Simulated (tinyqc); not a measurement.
## Graded p-n junction, non-linear Poisson equation by Newton steps: effect of the grading length

One dimension, p side on the left, n side on the right; net doping C = (Nd - Na)/2 + ((Nd + Na)/2) tanh(x/Lg). The potential psi is counted from the intrinsic level, and the quasi-Fermi potentials are flat: 0 for holes and -V for electrons, so n = ni exp((psi + V)/Vt) and p = ni exp(-psi/Vt) (Boltzmann statistics, full ionisation, no current).

The Poisson equation d/dx(eps0 eps_r dpsi/dx) = -q (p - n + C) is solved on a mesh of more than 1000 nodes that ends in neutral material (psi_p = -Vt ln(Na/ni), psi_n = Vt ln(Nd/ni) - V). C_j = q d/dV of the integral of p over x, from the linearised equation. ni = sqrt(Nc Nv) exp(-Eg/(2 Vt)), Eg in volts. Depletion approximation: Vbi = Vt ln(Na Nd/ni^2), W = sqrt(2 eps0 eps_r (Vbi - V)(1/Na + 1/Nd)/q), xp = W Nd/(Na + Nd), xn = W Na/(Na + Nd), peak field 2 (Vbi - V)/W, capacitance eps0 eps_r/W. The abrupt values quoted are those of these depletion formulas.

Parameters, values chosen for the exercise; band and dielectric values those of a made-up semiconductor: temperature T = 273 K; band gap Eg = 0.954 eV; relative permittivity eps_r = 17.1; conduction-band density of states at T Nc = 1.99e17 cm^-3; valence-band density of states at T Nv = 5.54e18 cm^-3; acceptor density of the p side Na = 6.7e16 cm^-3; donor density of the n side Nd = 3.8e15 cm^-3; bias of the p side against the n side V = 0.13 V.

Constants: q = 1.602176634e-19 C, kB = 1.380649e-23 J/K, Vt = kB T/q, eps0 = 8.8541878128e-14 F/cm where lengths are in cm. Results are converted to the units shown.

Result of one run:
```
Lg (nm),peak |E| (kV/cm),C_j (nF/cm^2),eps0 eps_r/C_j (nm)
320,12.0,22.1,686
```

What becomes of these results when the grading length Lg is changed from 320 to 160 nm, all else the same?

Result of the changed run:
```
Lg (nm),peak |E| (kV/cm),C_j (nF/cm^2),eps0 eps_r/C_j (nm)
160,14.5,24.9,609
```

The whole series:
```
Lg (nm),peak |E| (kV/cm),C_j (nF/cm^2),eps0 eps_r/C_j (nm)
40,18.5,27.2,557
57,17.7,26.9,563
80,16.8,26.5,572
110,15.8,25.9,585
160,14.5,24.9,609
230,13.2,23.5,643
320,12.0,22.1,686
```

As Lg grows from 40 to 320 nm, the peak field falls from 18.5 to 12.0 kV/cm and C_j falls from 27.2 to 22.1 nF/cm^2. The abrupt depletion formulas give 21.8 kV/cm and W = 574 nm; the first row's field is 15 % below that and the last row's 45 % below it. The same voltage drops over a longer distance, so the field falls.

Program tinyqc, `OMP_NUM_THREADS=1 python tinyqc.py 2000085 2000086 out.jsonl`; Intel Xeon 2.30GHz, shared host, one thread, about 0.03 s.
